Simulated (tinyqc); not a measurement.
Worked calculation: plane-wave Kohn-Sham cycle with exchange-only LDA in a layered model solid. One step of it, computed by the program tinyqc.

Question. Iteration 2: potential. V_H(G) = 4 pi rho(G)/G^2 for G != 0 (uniform background); v_x = -(3 rho/pi)^(1/3); V = V_ext + V_H + v_x; Fourier components f(G_m) = (1/N) sum_j f(x_j) exp(-i G_m x_j).

A solid whose potential varies along x alone (atomic units):
```
parameter,value
period a,11.000000
cross-section of the cell,19.000000
electrons per cell,2
grid points,16
"plane waves -n..n, n",3
k points,4
V1 in V1 cos(2 pi x/a),-0.500000
```

density after iteration 1 (e/bohr^3): 0.01220950  0.01163001  0.01039646  0.00936284  0.00884486  0.00866986  0.00862491  0.00861480  0.00861308  0.00861480  0.00862491  0.00866986  0.00884486  0.00936284  0.01039646  0.01163001

Give: Potentials on the grid; V(G_m), m = 0, 1, 2, ....

Answer.

Potentials on the grid (hartree):
```
x,V_ext,V_H,v_x,V
0.0000,-0.5000,0.0676,-0.2268,-0.6592
0.6875,-0.4619,0.0600,-0.2231,-0.6250
1.3750,-0.3536,0.0406,-0.2149,-0.5279
2.0625,-0.1913,0.0161,-0.2076,-0.3828
2.7500,0,-0.0074,-0.2037,-0.2110
3.4375,0.1913,-0.0268,-0.2023,-0.0377
4.1250,0.3536,-0.0409,-0.2019,0.1107
4.8125,0.4619,-0.0494,-0.2019,0.2107
5.5000,0.5000,-0.0522,-0.2019,0.2459
6.1875,0.4619,-0.0494,-0.2019,0.2107
6.8750,0.3536,-0.0409,-0.2019,0.1107
7.5625,0.1913,-0.0268,-0.2023,-0.0377
8.2500,0,-0.0074,-0.2037,-0.2110
8.9375,-0.1913,0.0161,-0.2076,-0.3828
9.6250,-0.3536,0.0406,-0.2149,-0.5279
10.3125,-0.4619,0.0600,-0.2231,-0.6250
```

V(G_m), m = 0, 1, 2, ... (hartree): -0.2087  -0.2260  0.0011  -0.0003  -0.0001  0.0000  0.0000
